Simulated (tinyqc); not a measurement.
## Well width and field from level and shift

Inverse problem. An infinitely deep well has E_1(0) = C (pi/L)^2/m1, C = hbar^2/(2 m0), and in a field F (potential zero at the centre of the well) the second-order term of the shift is -m1 F^2 L^4 (15 - pi^2)/(48 C pi^4); higher orders are set aside. Find L and F.

Parameters, values chosen for the exercise: mass m1 = 0.083 m0.

Constants: q = 1.602176634e-19 C, hbar = 1.054571817e-34 J s, m0 = 9.1093837015e-31 kg, hbar^2/(2 m0) = 0.0380998212 eV nm^2. Results are converted to the units shown.

E_1(0) = 0.027651879 eV
second-order shift of level 1 = -7.7640895 meV

Answer. The level gives L, and the shift then gives F^2.

L = 12.80 nm
F = 0.01100 V/nm

tinyqc, about 0.02 s, one thread, Intel Xeon 2.30GHz (shared host): `OMP_NUM_THREADS=1 python tinyqc.py 2580027 2580028 out.jsonl`
